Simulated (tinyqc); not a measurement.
Inside a calculation. Method: Hubbard chain of 6 sites. One step of it, computed by the program tinyqc.

Problem. Mean-field iteration 1. H(up) = T + U n(down), H(down) = T + U n(up); fill the lowest levels; n(new) = n + mixing (n(out) - n); E = tr T (rho up + rho down) + U sum n_up n_down of the output.

one-body matrix (hopping and site energies) (eV), order 1, 2, 3, 4, 5, 6:
$$\begin{pmatrix}
0.000000 & -1.040000 & 0.000000 & 0.000000 & 0.000000 & 0.000000 \\
-1.040000 & 0.000000 & -1.040000 & 0.000000 & 0.000000 & 0.000000 \\
0.000000 & -1.040000 & 0.000000 & -1.040000 & 0.000000 & 0.000000 \\
0.000000 & 0.000000 & -1.040000 & 0.000000 & -1.040000 & 0.000000 \\
0.000000 & 0.000000 & 0.000000 & -1.040000 & 0.000000 & -1.040000 \\
0.000000 & 0.000000 & 0.000000 & 0.000000 & -1.040000 & 0.000000
\end{pmatrix}$$

U = 7.000000 eV

electrons, up and down: [3, 1]

mixing = 0.200000

n(up) at the start (a guess, not normalised): 1 0.800000, 2 0.200000, 3 0.800000, 4 0.200000, 5 0.800000, 6 0.200000

n(down) at the start (a guess): 1 0.000000, 2 0.467000, 3 0.000000, 4 0.467000, 5 0.000000, 6 0.467000

Give: levels, up; levels, down; energy; n(up) after iteration 1; n(down) after iteration 1.

Solution.

levels, up (eV): [-0.8522, -0.4520, -0.0643, 3.3333, 3.7210, 4.1212]

levels, down (eV): [0.6854, 1.0318, 1.3496, 5.6504, 5.9682, 6.3146]

energy = -2.1302 eV

n(up) after iteration 1: 1 0.8267, 2 0.1841, 3 0.8177, 4 0.1823, 5 0.8159, 6 0.1733

n(down) after iteration 1: 1 0.0027, 2 0.4346, 3 0.0138, 4 0.4684, 5 0.0089, 6 0.3924
